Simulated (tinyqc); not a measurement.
FCI on RHF in the 6-311g basis, for He, spin multiplicity 1, step by step. One step of it, computed by the program tinyqc.

Problem. FCI: roots. Diagonalise (each vector has its largest component positive (the first on a tie)); all determinants have Ms = 0, so triplets appear too. The lowest singlet root is the correlation energy.

Occupation strings over the orbitals (2 doubly, a alpha, b beta, 0 empty; spin orbitals ordered 1a 1b 2a 2b ...): 200 ab0 a0b ba0 b0a 020 0ab 0ba 002

H - E(HF) between determinants (hartree), lower triangle:
```
           200        ab0        a0b        ba0        b0a        020        0ab        0ba
200   0.000000
ab0   0.000000   1.233264
a0b   0.000000  -0.103896   6.269986
ba0   0.000000  -0.146549  -0.125599   1.233264
b0a   0.000000  -0.125599  -0.216548  -0.103896   6.269986
020   0.146549   0.163688  -0.120916  -0.163688   0.120916   2.680149
0ab   0.125599  -0.120916  -0.103679  -0.095129   0.148688  -0.230718   7.420137
0ba  -0.125599  -0.095129   0.148688  -0.120916  -0.103679   0.230718  -0.127591   7.420137
002   0.216548  -0.148688  -0.212758   0.148688   0.212758   0.127591   0.047266  -0.047266

           002
002  12.812120
```

Give: lowest roots of this matrix, relative to E(HF); lowest vectors; <S^2> of these roots; weight of the ground state by excitation level 0, 1, 2, ....

Solution.

lowest roots of this matrix, relative to E(HF) (hartree): -0.0165  1.0688  1.3350  2.6977  6.0616  6.4316  7.3023  7.6216

lowest vectors:
```
      root 1  root 2   root 3   root 4
200   0.9979  0.0000  -0.0163   0.0569
ab0   0.0047  0.7060   0.6963   0.1223
a0b  -0.0023  0.0323  -0.0063   0.0332
ba0  -0.0047  0.7060  -0.6963  -0.1223
b0a   0.0023  0.0323   0.0063  -0.0332
020  -0.0574  0.0000  -0.1720   0.9798
0ab  -0.0183  0.0243  -0.0036   0.0476
0ba   0.0183  0.0243   0.0036  -0.0476
002  -0.0161  0.0000   0.0201  -0.0090
```

<S^2> of these roots: 0.0000  2.0000  0.0000  0.0000  2.0000  0.0000  2.0000  0.0000

weight of the ground state by excitation level 0, 1, 2, ...: 0.9957  0.0001  0.0042
